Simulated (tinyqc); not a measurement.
# Ideality, saturation current and resistance from three points

Inverse problem. Well above the saturation current a diode obeys V = n Vt ln(I/I0) + I Rs. Find n, Rs and I0.

Parameters, values chosen for the exercise:
- T = 350 K (temperature)

Constants: q = 1.602176634e-19 C, kB = 1.380649e-23 J/K, Vt = kB T/q. Results are converted to the units shown.

currents (A): 5e-6  0.0004  0.04
voltages (V): 0.84218273  1.0380276  1.2677482

Answer. V is linear in the three unknowns n Vt, Rs and -n Vt ln I0, so three points give a linear system.

n = 1.480
Rs = 0.6100 ohm
I0 = 3.200e-14 A

Computed by the program tinyqc: `OMP_NUM_THREADS=1 python tinyqc.py 2260102 2260103 out.jsonl`, one thread of a shared Intel Xeon 2.30GHz, about 0.01 s for the whole run.
